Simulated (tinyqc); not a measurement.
Inside a calculation. Model: p-n diode, drift-diffusion by the Gummel loop with Scharfetter-Gummel fluxes.

Computed by the program tinyqc: `OMP_NUM_THREADS=1 python tinyqc.py 2240119 2240120 out.jsonl`, one thread of a shared Intel Xeon 2.30GHz, about 0.2 s for the whole run. Printed values are rounded.

Abrupt junction at x = 0, p side from -Lp, n side to Ln, ohmic contacts. psi is counted from the intrinsic level; n = ni exp((psi - phin)/Vt), p = ni exp((phip - psi)/Vt). Contacts: p side psi = V - Vt ln(Na/ni), p = Na, n = ni^2/Na; n side psi = Vt ln(Nd/ni), n = Nd, p = ni^2/Nd. Constant mobilities, D = mu Vt, Boltzmann statistics, SRH recombination through a mid-gap level, U = (n p - ni^2)/(tp (n + ni) + tn (p + ni)). Current is positive from the p contact to the n contact.

Parameters, values chosen for the exercise; band and dielectric values close to those of indium phosphide:
```
symbol,value,unit,meaning
T,350,K,temperature
Eg,1.33,eV,band gap
eps_r,12.5,,relative permittivity
Nc,7.06e17,cm^-3,conduction-band density of states at T
Nv,1.41e19,cm^-3,valence-band density of states at T
Na,1.5e17,cm^-3,acceptor density of the p side
Nd,3e16,cm^-3,donor density of the n side
mun,3000,cm^2/(V s),electron mobility
mup,120,cm^2/(V s),hole mobility
tn,2e-9,s,SRH lifetime of electrons
tp,2e-7,s,SRH lifetime of holes
G,0,cm^-3 s^-1,uniform generation rate
V,1.1,V,bias of the p contact
```

Constants: q = 1.602176634e-19 C, kB = 1.380649e-23 J/K, Vt = kB T/q, eps0 = 8.8541878128e-14 F/cm where lengths are in cm. Results are converted to the units shown.

Range of the model: At a bias near or above Vbi densities approach the doping or exceed it; degeneracy, Auger and radiative recombination, left out, begin to matter. Minority carriers exceed a tenth of the doping outside the junction (high injection).

## Intrinsic density and built-in voltage

ni = sqrt(Nc Nv) exp(-Eg/(2 Vt)), Eg in volts; Vbi = Vt ln(Na Nd/ni^2).

ni = 8.38365e8 cm^-3
Vbi = 1.09771 V

## Round 1: Poisson equation

```
node  x (nm)  phin at the start (V)  phip at the start (V)
0      -1000                    1.1                    1.1
1       -630                      0                    1.1
2       -388                      0                    1.1
3       -230                      0                    1.1
4       -127                      0                    1.1
5      -58.8                      0                    1.1
6      -14.5                      0                    1.1
7       14.5                      0                    1.1
8       91.8                      0                    1.1
9        298                      0                    1.1
10       846                      0                    1.1
11      2310                      0                    1.1
12      6200                      0                      0
```

With phin and phip held, solve a_i (psi_(i+1) - psi_i) - a_(i-1) (psi_i - psi_(i-1)) + q w_i (p_i - n_i + C_i) = 0 for the inner nodes by Newton steps to convergence; a_i = eps0 eps_r/h_i, h_i = x_(i+1) - x_i, w_i = (h_(i-1) + h_i)/2, C = -Na or +Nd.

```
node   psi (V)  n after Poisson (cm^-3)  p after Poisson (cm^-3)
0     0.526874                  4.68571                   1.5e17
1     0.521823               2.73749e16               1.77344e17
2     0.521818               2.73708e16               1.77371e17
3     0.521818               2.73708e16               1.77371e17
4     0.521820               2.73724e16               1.77360e17
5     0.521923               2.74655e16               1.76759e17
6     0.524537               2.99529e16               1.62081e17
7     0.553747               7.88929e16               6.15364e16
8     0.556409               8.61716e16               5.63385e16
9     0.556444               8.62724e16               5.62727e16
10    0.556444               8.62726e16               5.62726e16
11    0.556443               8.62713e16               5.62734e16
12    0.524585                     3e16                  23.4286
```

## Round 1: electron continuity

With psi and p held, F_i = (mun Vt/h_i) [n_(i+1) B(d_i) - n_i B(-d_i)], d_i = (psi_(i+1) - psi_i)/Vt, B(d) = d/(exp(d) - 1); solve F_i - F_(i-1) = w_i [(n_i p_i - ni^2)/den_i - G] for the new n, with den = tp (n + ni) + tn (p + ni) taken at the old n and p, h_i = x_(i+1) - x_i, w_i = (h_(i-1) + h_i)/2; phin = psi - Vt ln(n/ni).

```
node  new n (cm^-3)  phin after round 1 (V)
0           4.68571                 1.10000
1        2.38238e15                 0.07364
2        4.07480e15                 0.05745
3        5.18051e15                 0.05020
4        5.90188e15                 0.04627
5        6.40032e15                 0.04393
6        7.30404e15                 0.04256
7        1.95808e16                 0.04203
8        2.19534e16                 0.04124
9        2.34245e16                 0.03932
10       2.72654e16                 0.03474
11       3.75403e16                 0.02510
12             3e16                 0.00000
```

## Round 1: hole continuity

With psi and the new n held, F_i = (mup Vt/h_i) [p_(i+1) B(-d_i) - p_i B(d_i)], d_i = (psi_(i+1) - psi_i)/Vt, B(d) = d/(exp(d) - 1); solve F_i - F_(i-1) = w_i [(n_i p_i - ni^2)/den_i - G] for the new p, with den = tp (n + ni) + tn (p + ni) taken at the new n and the old p, h_i = x_(i+1) - x_i, w_i = (h_(i-1) + h_i)/2; phip = psi + Vt ln(p/ni).

```
node  new p (cm^-3)  phip after round 1 (V)
0            1.5e17                 1.10000
1        1.71859e17                 1.09905
2        1.68690e17                 1.09849
3        1.66656e17                 1.09812
4        1.65343e17                 1.09788
5        1.63931e17                 1.09773
6        1.49792e17                 1.09762
7        5.66415e16                 1.09750
8        5.09471e16                 1.09697
9        4.83729e16                 1.09544
10       4.18207e16                 1.09105
11       2.51507e16                 1.07571
12          23.4286                 0.00000
```

## Round 2: Poisson equation

As before.

```
node   psi (V)  n after Poisson (cm^-3)  p after Poisson (cm^-3)
0     0.526874                  4.68571                   1.5e17
1     0.525392               2.68163e15               1.52681e17
2     0.524478               4.45049e15               1.54450e17
3     0.523898               5.55039e15               1.55550e17
4     0.523533               6.24668e15               1.56216e17
5     0.523546               6.75423e15               1.55341e17
6     0.528651               8.37130e15               1.30695e17
7     0.574575               3.90610e16               2.83937e16
8     0.582006               5.12973e16               2.18035e16
9     0.580410               5.18519e16               2.18528e16
10    0.575887               5.19497e16               2.19493e16
11    0.564597               4.91926e16               1.91933e16
12    0.524585                     3e16                  23.4286
```

## Round 2: electron continuity

As before.

```
node  new n (cm^-3)  phin after round 2 (V)
0           4.68571                 1.10000
1        2.98322e15                 0.07042
2        4.86815e15                 0.05474
3        6.07347e15                 0.04749
4        6.85042e15                 0.04349
5        7.42034e15                 0.04109
6        9.19016e15                 0.03975
7        4.26992e16                 0.03934
8        5.53585e16                 0.03894
9        5.41751e16                 0.03800
10       5.08678e16                 0.03538
11       4.51649e16                 0.02767
12             3e16                 0.00000
```

## Round 2: hole continuity

As before.

```
node  new p (cm^-3)  phip after round 2 (V)
0            1.5e17                 1.10000
1        1.53926e17                 1.09930
2        1.56414e17                 1.09887
3        1.58046e17                 1.09860
4        1.59085e17                 1.09843
5        1.58441e17                 1.09832
6        1.33432e17                 1.09825
7        2.89825e16                 1.09812
8        2.20883e16                 1.09736
9        2.15524e16                 1.09502
10       2.02562e16                 1.08863
11       1.55862e16                 1.06943
12          23.4286                 0.00000
```

## Course of the Gummel loop

Stop when phin and phip change by less than 1e-8 V, or after 15 rounds. J = Jn at the p contact + Jp at the n contact + q sum w_i U_i - q G sum w_i over the inner nodes, which avoids differences of large majority fluxes: Jn = (q mun Vt/h_0)[n_1 B(d_0) - n_0 B(-d_0)], Jp = (q mup Vt/h_last)[p_(N-1) B(d_last) - p_N B(-d_last)], d_i = (psi_(i+1) - psi_i)/Vt, B(d) = d/(exp(d) - 1), w_i = (h_(i-1) + h_i)/2.

Course of the iteration:
```
round  J (A/cm^2)  largest change of phin, phip (V)
1         1092.90                            0.0736
2         1253.24                           6.28e-3
3         1257.38                           3.03e-4
4         1258.13                           2.81e-5
5         1258.04                           4.43e-6
6         1258.05                           4.99e-7
7         1258.05                           6.75e-8
8         1258.05                           9.11e-9
```

Converged in 8 rounds.

## Recombination and current

```
node  converged psi (V)  converged n (cm^-3)  converged p (cm^-3)
0              0.526874              4.68571               1.5e17
1              0.525569           3.00340e15           1.53003e17
2              0.524761           4.90864e15           1.54908e17
3              0.524253           6.13089e15           1.56130e17
4              0.523935           6.92045e15           1.56892e17
5              0.523969           7.49725e15           1.56139e17
6              0.528890           9.22742e15           1.32291e17
7              0.573555           4.11279e16           2.99612e16
8              0.580600           5.26764e16           2.31485e16
9              0.579417           5.23389e16           2.23409e16
10             0.575681           5.05458e16           2.05462e16
11             0.564862           4.56001e16           1.56009e16
12             0.524585                 3e16              23.4286
```

U_i as defined. J = Jn at the p contact + Jp at the n contact + q sum w_i U_i - q G sum w_i over the inner nodes, which avoids differences of large majority fluxes: Jn = (q mun Vt/h_0)[n_1 B(d_0) - n_0 B(-d_0)], Jp = (q mup Vt/h_last)[p_(N-1) B(d_last) - p_N B(-d_last)], d_i = (psi_(i+1) - psi_i)/Vt, B(d) = d/(exp(d) - 1), w_i = (h_(i-1) + h_i)/2.

U, node 0 to 12 (cm^-3 s^-1): 0  5.06823e23  5.88744e23  6.22200e23  6.39482e23  6.46131e23  5.78515e23  1.48722e23  1.15236e23  1.11230e23  1.02315e23  7.77385e22  0
Jn at the p contact = 1202.39 A/cm^2
Jp at the n contact = 42.1418 A/cm^2
recombination = 13.5150 A/cm^2
generation = 0 A/cm^2
J = 1258.05 A/cm^2

A 500-node mesh gives J = 1303 A/cm^2; this mesh differs from it by -45 A/cm^2 (-3.4 %).
